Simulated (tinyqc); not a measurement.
# Quantum limit of the contact resistance of a two-dimensional channel, step by step

tinyqc, about 0.01 s, one thread, Intel Xeon 2.30GHz (shared host): `OMP_NUM_THREADS=1 python tinyqc.py 2760004 2760005 out.jsonl` Printed values are rounded.

Parabolic band with gv valleys, C = hbar^2/(2 m0), eta = (EF - Ec)/(kB T). Landauer picture: each mode conducts 2 q^2/h, and the contacts and the channel add incoherently in series, 1/Tt - 1 = 2 (1/tc - 1) + L/lam for the total transmission Tt.

Parameters, values chosen for the exercise:
```
symbol,value,unit,meaning
T,300,K,temperature
m,0.46,m0,mass
gv,3,,valleys
n,1.2e13,cm^-2,carrier density
tc,0.71,,transmission of each contact
lam,5.2,nm,back-scattering length of the channel
L,9.4,nm,channel length
```

Constants: q = 1.602176634e-19 C, kB = 1.380649e-23 J/K, hbar = 1.054571817e-34 J s, h = 6.62607015e-34 J s, m0 = 9.1093837015e-31 kg, Vt = kB T/q, hbar^2/(2 m0) = 0.0380998212 eV nm^2. Results are converted to the units shown.

## Fermi level and modes

n = N ln(1 + exp(eta)), N = gv m kB T/(2 pi C); modes per width M = gv sqrt(m kB T/C) Fm(eta)/(2 sqrt(pi)), Fm(x) = (1/sqrt(pi)) int_0^infinity u^(-1/2)/(1 + exp(u - x)) du; at zero temperature M0 = gv kF/pi, kF = sqrt(2 pi n/gv). kB T in eV.

N = 1.490289e13 cm^-2
eta = 0.2128291
M = 325.4473 1/um
M0 = 478.7307 1/um

The zero-temperature count is 47 % above the thermal one.

## Resistances

RQ = (h/2q^2)/M for the whole device, R = RQ/Tt; the part of one contact is Rc = RQ (1/tc - 1/2) and the channel adds RQ L/lam.

RQ = 39.65742 ohm um
Rc = 36.02682 ohm um
channel = 71.68842 ohm um
R = 143.7421 ohm um
Tt = 0.2758930

The two contacts make up 50.1 % of R.
